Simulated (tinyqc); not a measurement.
Where the gap correction goes: band offset from the macroscopic average of a supercell potential.

dEv = Ev(A) - Ev(B) = Ev1 - (dV + Ev2); dEc = Ec(B) - Ec(A) = Eg2 - Eg1 - dEv. The correction of a gap, c = Eg[1] - Eg[0], lowers the valence top by fv c and leaves dV, a ground-state quantity, as it is. Type I: dEv and dEc of one sign; II: opposite signs; III: no overlap of the gaps.

Inputs chosen for the exercise (gaps near those of Si and HfO2; not measured data):
- Ev1 = 2.23 eV (valence top of bulk A above its mean potential)
- Eg1 = (0.61, 1.12) eV (gap of A: semi-local value, corrected value)
- Ev2 = 1.16 eV (valence top of bulk B above its mean potential)
- Eg2 = (3.91, 5.53) eV (gap of B: semi-local value, corrected value)

dV = B - A = -1.5700 eV

fv1 and fv2 are varied.

Offsets (eV):

| fv1 | fv2 | dEv | dEc |
|---|---|---|---|
| 0.0 | 0.0 | 2.640 | 1.770 |
| 0.5 | 0.5 | 3.195 | 1.215 |
| 1.0 | 1.0 | 3.750 | 0.660 |
| 0.0 | 1.0 | 4.260 | 0.150 |
| 1.0 | 0.0 | 2.130 | 2.280 |
| 0.3 | 0.7 | 3.621 | 0.789 |

What can be read from this table?

dEv + dEc = 4.410 eV in every row, but dEv alone spans 2.13 eV, the sum of the two corrections. A scissor on the conduction bands alone (first row) keeps the semi-local dEv; with equal shares fv the shift is fv times the difference of the corrections, +1.11 eV, against their sum of 2.13 eV: with like shares the error cancels only in part.

tinyqc: `OMP_NUM_THREADS=1 python tinyqc.py 1851289 1851290 out.jsonl`; about 0.01 s, one thread, shared Intel(R) Xeon(R) Processor @ 2.30GHz.
